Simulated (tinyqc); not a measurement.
Course in time: spin coating of a resist or spin-on film: centrifugal thinning, evaporation and the final thickness (Emslie and Meyerhofer models). Computed by tinyqc, a small Python program. Command: `OMP_NUM_THREADS=1 python tinyqc.py 3113497 3113498 out.jsonl spincoat walk`. One thread of a shared host (Intel(R) Xeon(R) Processor @ 2.30GHz), about 0.06 s of CPU time with the checks.

A Newtonian film stays uniform over the wafer; solvent and solids have the same density and the concentration is uniform through the thickness.

Inputs (values chosen for the exercise, of the order of those of a polymer resist in an ester solvent): solids volume fraction c0 = 0.31; kinematic viscosity of the solvent nu_s = 2.5 mm^2/s; viscosity constant k = 1200 mm^2/s; viscosity exponent gamma = 2.6; spin speed f = 2500 rpm; evaporation rate at 1000 rpm e0 = 0.051 micrometre/s; starting thickness h0 = 100 micrometre; wafer radius R = 50 mm; shrinkage in the bake = 4.4 %.

Method:
- omega = 2 pi f/60; nu(c) = nu_s + k c^gamma; evaporation rate e = e0 sqrt(f/1000 rpm).
- Flow constant K = 2 omega^2/(3 nu(c0)); Reynolds number of the air omega R^2/nu_air with nu_air = 15 mm^2/s.
- Meyerhofer estimate: flow rules until (1 - c0) K h^3 = e, then evaporation alone: h_w = (e/((1 - c0) K))^(1/3), dry film c0 h_w.
- Full model for solids s and liquid l per area, h = s + l, c = s/h: ds/dt = -c Q, dl/dt = -(1 - c) Q - e, Q = 2 omega^2 h^3/(3 nu(c)); integrated adaptively (relative tolerance 1e-9) until l = 0.
- Dry film = s at l = 0, before the bake; film after the bake = s x (1 - shrinkage).
- Times are fractions of the time to dry.

omega = 261.799 1/s

evaporation rate e = 0.0806381 micrometre/s

dry film = 1794.55 nm

dry film, estimate = 1656.10 nm

History:
```
fraction       t (s)  h (micrometre)        c  nu (mm^2/s)         Q/e  s (nm)
0.003     1.7450e-01          52.161  0.31007        59.64  1.3483e+03   16173
0.010     5.8165e-01          31.750  0.31033        59.77  3.0344e+02    9853
0.030     1.7450e+00          18.972  0.31158        60.37  6.4093e+01    5911
0.100     5.8165e+00          10.494  0.31945        64.25  1.0192e+01    3352
0.200     1.1633e+01           7.379  0.33738        73.67  3.0901e+00    2489
0.350     2.0358e+01           5.442  0.37764        97.90  9.3256e-01    2055
0.500     2.9083e+01           4.333  0.43683       141.81  3.2507e-01    1893
0.700     4.0716e+01           3.235  0.56142       270.01  7.1051e-02    1816
0.900     5.2349e+01           2.266  0.79288       658.83  1.0011e-02    1797
```

Q/e drops below 1 between t = 12 and 20 s, when c has risen from 0.31 to about 0.378; after that row the solids fall by a further 13 %. The full model gives 1.08 times the two-stage estimate.
